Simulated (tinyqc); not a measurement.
# Deep-level transient spectroscopy: amplitude against reverse bias

Schottky contact on an n-type layer with shallow donors Nd (all ionised) and a donor-like deep trap, neutral when filled and positive when empty; depletion approximation. Traps within lam of the depletion edge stay filled. A long pulse to Vp fills the traps beyond x1 = Wp - lam; back at Vr those between x1 and x2 = Wr - lam emit. A rate window reads S = C(t2) - C(t1).

lam = sqrt(2 eps0 eps_r (EF - ET)/(q Nd)), EF - ET = Et - (kB T/q) ln(Nc(T)/Nd), Nc(T) = Nc (T/300 K)^1.5. In the steady state at the band bending V, 2 eps0 eps_r V/q = Nd W^2 + Nt (W - lam)^2 (the second term only if W > lam). W(t)^2 = Wr^2 + (Nt/Nd)(x2^2 - x1^2) exp(-en t), C = eps0 eps_r/W; for small Nt, dC/C = -(Nt/2 Nd) G exp(-en t) with G = (x2^2 - x1^2)/Wr^2. Listed at t = 0.

Parameters, values chosen for the exercise; material values close to those of germanium: relative permittivity eps_r = 15.9; conduction-band density of states at 300 K Nc = 1.03e19 cm^-3; shallow donor density Nd = 1e16 cm^-3; built-in voltage Vbi = 0.42 V; depth of the trap below the conduction edge Et = 0.18 eV; trap density Nt = 5.5e13 cm^-3; reverse bias during the filling pulse Vp = 0.2 V; temperature of the transient T = 119 K.

Constants: q = 1.602176634e-19 C, kB = 1.380649e-23 J/K, eps0 = 8.8541878128e-14 F/cm where lengths are in cm. Results are converted to the units shown.

Amplitude against reverse bias:
```
Vr (V)  Wr (nm)       G  dC(0)/C (%)  2 Nd |dC|/C (cm^-3)
0.7       443.1  0.2763     -0.07589             1.518e13
1.8       623.6  0.4981      -0.1367             2.734e13
2.8       750.9  0.5874      -0.1612             3.223e13
3.9       869.7  0.6462      -0.1772             3.545e13
5         974.0  0.6856      -0.1880             3.760e13
6.1        1068  0.7143      -0.1959             3.917e13
7.1        1147  0.7347      -0.2014             4.028e13
8.2        1228  0.7527      -0.2064             4.127e13
```

G rises from 0.276 to 0.753, since lam = 147 nm and x1 weigh less in a wider layer. The simple estimate 2 Nd |dC|/C reaches 27.6 % of the true Nt in the first row and 75.0 % in the last.

tinyqc, about 0.01 s, one thread, Intel Xeon 2.30GHz (shared host): `OMP_NUM_THREADS=1 python tinyqc.py 2050072 2050073 out.jsonl`
